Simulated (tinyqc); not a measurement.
Inside a calculation. Model: short-channel transistor, virtual-source model with series resistance.

Program tinyqc, `OMP_NUM_THREADS=1 python tinyqc.py 2380122 2380123 out.jsonl`; Intel Xeon 2.30GHz, shared host, one thread, about 0.01 s. Printed values are rounded.

The current per gate width is the charge at the top of the source barrier (the virtual source) times its velocity times a saturation function; al and be are fitting constants of the model. Units: I in uA/um, Rs in ohm um, so I Rs = 1e-6 I Rs in volts; Q in uC/cm^2, so I = 1e-4 Q vx0 Fsat with vx0 in cm/s.

Inputs (values chosen for the exercise): temperature T = 300 K; inversion capacitance Cinv = 1.54 uF/cm^2; velocity at the virtual source vx0 = 6.44e6 cm/s; apparent mobility mu = 800 cm^2/(V s); channel length L = 65 nm; threshold at zero drain voltage VT0 = 0.41 V; drain-induced barrier lowering dl = 0.021 V/V; subthreshold factor n0 = 1.41; growth of n with drain voltage nd = 0.1 1/V; threshold shift (in units of Vt) from weak to strong inversion al = 3.5; sharpness of saturation be = 1.6; series resistance of each contact Rs = 200 ohm um; gate voltage Vgs = 0.9 V; drain voltage Vds = 0.9 V.

Constants: q = 1.602176634e-19 C, kB = 1.380649e-23 J/K, Vt = kB T/q. Results are converted to the units shown.

## Iteration 1: current through the series resistance

I at the start = 0 uA/um

Intrinsic voltages Vg' = Vgs - I Rs, Vd' = Vds - 2 I Rs. n = n0 + nd Vd', VT = VT0 - dl Vd', Ff = 1/(1 + exp((Vg' - VT + al Vt/2)/(al Vt))), Q = Cinv n Vt ln(1 + exp((Vg' - VT + al Vt Ff)/(n Vt))), Vdsat = (vx0 L/mu)(1 - Ff) + Vt Ff, Fsat = u/(1 + u^be)^(1/be) with u = Vd'/Vdsat, and I(out) = Q vx0 Fsat per width. (Fsat takes the sign of u.) I(new) = I + 0.3 (I(out) - I).

Vg' = 0.9 V
Vd' = 0.9 V
VT = 0.3911 V
Ff = 0.00218419
Q = 0.784010 uC/cm^2
Vdsat = 0.0522672 V
Fsat = 0.993475
I(out) = 501.608 uA/um
I after iteration 1 = 150.483 uA/um

## Iteration 2: current through the series resistance

As before.

Vg' = 0.869903 V
Vd' = 0.839807 V
VT = 0.392364 V
Ff = 0.00308618
Q = 0.735841 uC/cm^2
Vdsat = 0.0522433 V
Fsat = 0.992724
I(out) = 470.433 uA/um
I after iteration 2 = 246.468 uA/um

## Course of the iteration: current through the series resistance

Stop when I changes by less than 1e-7 uA/um, or after 80 iterations.

Course of the iteration:

| iteration | I (uA/um) | \|change\| (uA/um) |
|---|---|---|
| 1 | 150.483 | 150 |
| 2 | 246.468 | 96.0 |
| 3 | 307.694 | 61.2 |
| 4 | 346.749 | 39.1 |
| 5 | 371.663 | 24.9 |
| 6 | 387.556 | 15.9 |
| 7 | 397.694 | 10.1 |
| 8 | 404.162 | 6.47 |
| 9 | 408.288 | 4.13 |
| ... | ... | ... |
| 41 | 415.557 | 2.34e-6 |
| 42 | 415.557 | 1.49e-6 |
| 43 | 415.557 | 9.50e-7 |
| 44 | 415.557 | 6.06e-7 |
| 45 | 415.557 | 3.87e-7 |
| 46 | 415.557 | 2.47e-7 |
| 47 | 415.557 | 1.57e-7 |
| 48 | 415.557 | 1.00e-7 |
| 49 | 415.557 | 6.41e-8 |

Converged in 49 iterations. At the end each change is about 0.64 times the one before: linear convergence.

## What the series resistance costs

converged I = 415.557 uA/um
I0 = 501.608 uA/um

Intrinsic voltages Vg' = Vgs - I Rs, Vd' = Vds - 2 I Rs. n = n0 + nd Vd', VT = VT0 - dl Vd', Ff = 1/(1 + exp((Vg' - VT + al Vt/2)/(al Vt))), Q = Cinv n Vt ln(1 + exp((Vg' - VT + al Vt Ff)/(n Vt))), Vdsat = (vx0 L/mu)(1 - Ff) + Vt Ff, Fsat = u/(1 + u^be)^(1/be) with u = Vd'/Vdsat, and I = Q vx0 Fsat per width. I0 is the current for Rs = 0. Effective velocity I/Q; transit time L Q/I.

loss against I0 = 17.1551 %
effective velocity = 6.38210e6 cm/s
transit time = 1.01847 ps

The carriers leave the virtual source at 99.1 % of vx0: the device is in saturation.
